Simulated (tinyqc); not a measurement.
Strain and the order of the valence edges: six-band k.p model of the valence band of a wurtzite crystal.

At k = 0: E1 = D1c + D2c + Te + Le (pure HH); E2, E3 = Le + u +/- sqrt(u^2 + 2 D3c^2), u = (D1c - D2c + Te)/2, D1c = Dcr, D2c = D3c = Dso/3. The weight of LH in state 2 is fL = (E2 - Le)^2/((E2 - Le)^2 + 2 D3c^2). Relative strengths of transitions to the conduction band: for E perpendicular to c (TE) 1/2, fL/2, (1 - fL)/2; for E along c (TM) 0, 1 - fL, fL, with one momentum element for both directions.

Strain of a c-plane layer: exx = eyy = e_par, ezz = -2 (C13/C33) e_par; Le = D1 ezz + D2 (exx + eyy), Te = D3 ezz + D4 (exx + eyy).

Conduction edge: Ec = (top of the unstrained valence band) + Eg + (a1 + D1) ezz + (a2 + D2)(exx + eyy).
Constants: kB = 8.617333262e-05 eV/K.

Values chosen for the exercise (near those of GaN; the results hold for these values, not for the real material):
- Dcr = 0.0184 eV (crystal-field splitting)
- Dso = 0.0171 eV (spin-orbit splitting)
- Eg = 3.487 eV (direct gap at Gamma from the top of the unstrained valence band)
- a1 = -5 eV (gap potential along c)
- a2 = -10.76 eV (gap potential in the plane)
- D1 = -3.72 eV
- D2 = 4.58 eV
- D3 = 8.1 eV
- D4 = -4.24 eV
- C13 = 104 GPa
- C33 = 378 GPa
- T = 200 K (temperature)

Edges from the unstrained top. Degree of polarisation (TE - TM)/(TE + TM), each state weighted by exp(E/kT) alone (equal densities of states).

Results:
```
e_par (%),E1 (meV),E2 (meV),E3 (meV),fL,lowest transition (eV),polarisation
-2.00,34.6,23.4,-248.5,0.999,3.6036,0.999
-1.50,26.0,14.9,-192.5,0.998,3.5745,0.998
-1.00,17.3,6.4,-136.6,0.997,3.5453,0.995
-0.50,8.7,-1.9,-81.0,0.989,3.5162,0.971
0.00,0.0,-7.5,-28.0,0.809,3.4870,0.468
0.50,-8.7,33.2,-21.3,0.022,3.4160,-0.856
1.00,-17.3,88.5,-29.3,0.005,3.3229,-0.992
1.50,-26.0,144.4,-37.7,0.002,3.2292,-0.998
2.00,-34.6,200.3,-46.3,0.001,3.1355,-0.999
```

E1 = E2 requires Dcr + Te = 0, which here falls at e_par = 0.14 %, inside the sweep: state 1 is on top for smaller e_par and state 2 beyond. The polarisation goes from +1.00 to -1.00 and changes sign between 0.00 and 0.50 %; the lowest transition moves by -117 meV per 1 % on average.

Computed by tinyqc, a small Python program: `OMP_NUM_THREADS=1 python tinyqc.py 1050658 1050659 out.jsonl` (the numbers bound the seed that draws the inputs); one thread of a shared host (Intel(R) Xeon(R) Processor @ 2.30GHz), about 0.01 s for the whole set of steps.
